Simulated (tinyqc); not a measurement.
p-n diode, drift-diffusion by the Gummel loop with Scharfetter-Gummel fluxes: one step of the calculation.

Abrupt junction at x = 0, p side from -Lp, n side to Ln, ohmic contacts. psi is counted from the intrinsic level; n = ni exp((psi - phin)/Vt), p = ni exp((phip - psi)/Vt). Contacts: p side psi = V - Vt ln(Na/ni), p = Na, n = ni^2/Na; n side psi = Vt ln(Nd/ni), n = Nd, p = ni^2/Nd. Constant mobilities, D = mu Vt, Boltzmann statistics, SRH recombination through a mid-gap level, U = (n p - ni^2)/(tp (n + ni) + tn (p + ni)). Current is positive from the p contact to the n contact.

Question. Electron continuity. With psi and p held, F_i = (mun Vt/h_i) [n_(i+1) B(d_i) - n_i B(-d_i)], d_i = (psi_(i+1) - psi_i)/Vt, B(d) = d/(exp(d) - 1); solve F_i - F_(i-1) = w_i [(n_i p_i - ni^2)/den_i - G] for the new n, with den = tp (n + ni) + tn (p + ni) taken at the old n and p, h_i = x_(i+1) - x_i, w_i = (h_(i-1) + h_i)/2; phin = psi - Vt ln(n/ni).

Values chosen for this exercise; band and dielectric values close to those of cadmium telluride:
```
symbol   value        unit                         meaning
T          300           K                     temperature
Na      3.9e16       cm^-3  acceptor density of the p side
Nd        2e17       cm^-3     donor density of the n side
mun        570  cm^2/(V s)               electron mobility
tn        4e-9           s       SRH lifetime of electrons
tp        9e-9           s           SRH lifetime of holes
G            0  cm^-3 s^-1         uniform generation rate
```

Constants: q = 1.602176634e-19 C, kB = 1.380649e-23 J/K, Vt = kB T/q. Results are converted to the units shown.

```
node,x (nm),psi (V),n after Poisson (cm^-3),p after Poisson (cm^-3)
0,-2500,0.32791646,2.2593966e-5,3.9e16
1,-1250,0.32791626,3.0288606e11,3.9000303e16
2,-616,0.32791630,3.0288647e11,3.9000250e16
3,-296,0.32793055,3.0305355e11,3.8978748e16
4,-134,0.32941620,3.2097934e11,3.6801895e16
5,-52,0.36880577,1.4729664e12,8.0196317e15
6,-10.5,0.52822228,7.0189517e14,1.6829647e13
7,10.5,0.65464401,9.3339143e16,1.2655621e11
8,48.4,0.67365673,1.9474375e17,6.0657393e10
9,117,0.67433771,1.9994174e17,5.9080450e10
10,241,0.67434522,1.9999986e17,5.9063281e10
11,465,0.67434525,2.0000006e17,5.9063223e10
12,869,0.67434525,2.0000006e17,5.9063223e10
13,1600,0.67434524,2e17,4.4058233e-6
```

ni = 9.3870371e5 cm^-3

Find: new n; phin after round 1.

Answer.

```
node,new n (cm^-3),phin after round 1 (V)
0,2.259e-5,0.9600
1,1.382e11,0.0203
2,2.223e11,0.0080
3,2.707e11,0.0029
4,3.136e11,0.0006
5,1.472e12,0.0000
6,7.019e14,0.0000
7,9.334e16,0.0000
8,1.947e17,0.0000
9,1.999e17,0.0000
10,2.000e17,0.0000
11,2.000e17,0.0000
12,2.000e17,0.0000
13,2.000e17,0.0000
```

Computed by the program tinyqc: `OMP_NUM_THREADS=1 python tinyqc.py 2240018 2240019 out.jsonl`, one thread of a shared Intel Xeon 2.30GHz, about 0.1 s for the whole run.
